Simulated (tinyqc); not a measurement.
Lossy on-chip transmission line with skin effect: one step of the calculation.

A uniform line in a homogeneous dielectric: c = sqrt(er)/(c0 Z0), l = Z0 sqrt(er)/c0 (c0 = 299792458 m/s), g = w c td, w = 2 pi f. The resistance joins its limits as r = sqrt(r_dc^2 + r_hf^2), with r_dc = rho/(wd th), r_hf = kr rho/(2 delta (wd + th)), delta = sqrt(rho/(pi f mu0)), mu0 = 4 pi 1e-7 H/m; this is an interpolation, and internal inductance, up to 0.05 nH/mm at low frequency, is neglected.

Task. Line constants. delta, r_dc, r_hf, r, l, c and g as defined.

Values chosen for this exercise: width of the strip wd = 3.8 um; thickness of the strip th = 0.6 um; resistivity rho = 2.2 uohm cm; relative permittivity er = 3.9; loss tangent td = 0; lossless impedance sqrt(l/c) Z0 = 35 ohm; factor for crowding and the return path kr = 1.2; frequency f = 29 GHz.

Give: delta; r_dc; r_hf; r; l; c; g.

Result.

delta = 0.43836 um
r_dc = 9.6491 ohm/mm
r_hf = 6.8437 ohm/mm
r = 11.830 ohm/mm
l = 0.23056 nH/mm
c = 188.21 pF/m
g = 0 S/m

r is 1.23 times r_dc; the skin depth is 0.731 of the thickness.

Computed by the program tinyqc: `OMP_NUM_THREADS=1 python tinyqc.py 2810137 2810138 out.jsonl`, one thread of a shared Intel Xeon 2.30GHz, about 0.01 s for the whole run.
